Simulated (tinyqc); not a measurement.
What each change does: conductance of a narrow metal strip with scatterers (square lattice, Green functions).

A strip of W sites across with hard walls, site energy 0 and hopping -t. Mode n = 1 to W has profile chi_n(j) = sqrt(2/(W + 1)) sin(n j pi/(W + 1)) and energy en = -2t cos(n pi/(W + 1)); E = en - 2t cos(kn a). With z_n = exp(i kn a) (Im k > 0 for closed modes, |z| < 1) each lead gives the self-energy -t z_n in mode n. One column carries the site energies v, here a notch at the edge (a site raised out of reach). In the mode basis V_nm = sum_j chi_n(j) v_j chi_m(j), G = (E - en + 2 t z_n - V)^-1, and t_nm = 2t sqrt(sin(kn a) sin(km a)) G_nm in size for open modes. T = sum |t_nm|^2, conductance (2e^2/h) T.

Constants: e^2/h = 3.874045865e-05 S.

Values chosen for the exercise (hopping and spacing of the size met in Cu or Al; the lattice is a model; the results hold for these values, not for the real material):
```
symbol  value       unit  meaning
t       1.25        eV    hopping
W       3                 sites across
E       1.43        eV    Fermi energy
v       (50, 0, 0)  eV    site energies in the scattering column
```

Open modes M, T and the added resistance (1/T - 1/M)/(2 e^2/h).

One parameter was then changed.

Results before and after:
```
case     M       T  added resistance (ohm)
base     2  1.0855                    5437
changed  2  0.9092                    7743
```

Which of these changes was made? (a) E = 1.53 eV; (b) v = (50, 50, 0) eV; (c) t = 1.3 eV.
Answer: (b) v = (50, 50, 0) eV. Of the candidates, run in turn, only this one gives the changed row.

All candidates:
```
case                M       T  added resistance (ohm)
base                2  1.0855                    5437
t = 1.3 eV          2  1.0951                    5332
E = 1.53 eV         2  1.0691                    5619
v = (50, 50, 0) eV  2  0.9092                    7743
```

Program tinyqc; command `OMP_NUM_THREADS=1 python tinyqc.py 1451651 1451652 out.jsonl`; about 0.01 s on one thread of a shared Intel(R) Xeon(R) Processor @ 2.30GHz.
